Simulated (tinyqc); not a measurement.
Errors against cell size: correction of a charged-defect supercell by a model charge and potential alignment (plane-averaged potentials). Computed by tinyqc, a small Python program. Command: `OMP_NUM_THREADS=1 python tinyqc.py 3110507 3110508 out.jsonl align walk`. One thread of a shared host (Intel(R) Xeon(R) Processor @ 2.30GHz), about 0.01 s of CPU time with the checks.

The "true" defect charge is (1 - x) q in a Gaussian of width sigma plus x q in one of width sigma_t, so the exact answer is known; the correction sees only a single model Gaussian of width sigma_m. A Gaussian of width s has the transform rho(G) = exp(-G^2 s^2/2), normalised to 1. A uniform background cancels q, so G = 0 is left out. Potentials are those felt by a unit positive charge. E_0 is the formation energy of the isolated defect, E_cell its value in the supercell, E_lat = E_iso - E_per of the model charge, C the true less the model potential far from the defect; the exact correction is E_0 - E_cell, and the error of a scheme is E_cell plus its correction less E_0.

Inputs (values chosen for the exercise, with screening close to that of SiO2):
```
quantity                               value      unit
defect charge q                           -2         e
dielectric constant eps                 3.89         -
edge of the cubic cell L                15.2  angstrom
width sigma of the true defect charge    1.4  angstrom
width sigma_m of the model charge       0.99  angstrom
share x of the charge in a wide tail    0.28         -
width sigma_t of the tail                2.6  angstrom
```

Constants: e^2/(4 pi eps_0) = 14.39964548 eV angstrom.

Method:
- Periodic energy E_per = (2 pi q^2/(eps L^3)) (e^2/(4 pi eps_0)) sum_(G != 0) rho(G)^2/G^2, G = (2 pi/L)(n1, n2, n3), |n_i| <= 16. Isolated energy: two Gaussians of charges q_a, q_b and widths a, b interact by q_a q_b (e^2/(4 pi eps_0 eps)) sqrt(2/pi)/sqrt(a^2 + b^2), and the self-energy is half the sum over pairs.
- Plane-averaged potential at distance z from the defect: V(z) = (4 pi q/(eps L^3)) (e^2/(4 pi eps_0 e)) sum_(m != 0) rho(G_m) cos(G_m z)/G_m^2, G_m = 2 pi m/L, |m| <= 40.
- Schemes: none; point-charge term alpha q^2 e^2/(4 pi eps_0 eps 2 L), alpha = 2.837297; E_lat of the model; E_lat - q C with C at z = L/2.

Error against E_0 (meV):
```
L (angstrom)     none  point charge  model charge  model and alignment
10.6          -1725.5        256.21        179.65               16.640
12.9          -1485.3        143.05        100.57                3.324
15.2          -1294.4         87.52         61.56                0.578
18.2          -1103.2         50.99         35.86                0.048
```

Between the last two rows the uncorrected error scales as L^-0.89 and the point-charge remainder as L^-3.00. With alignment the error is +16.6 meV in the smallest cell and +0.05 meV in the largest.

Extremes, crossings and ranges named in words are read from the listed rows.
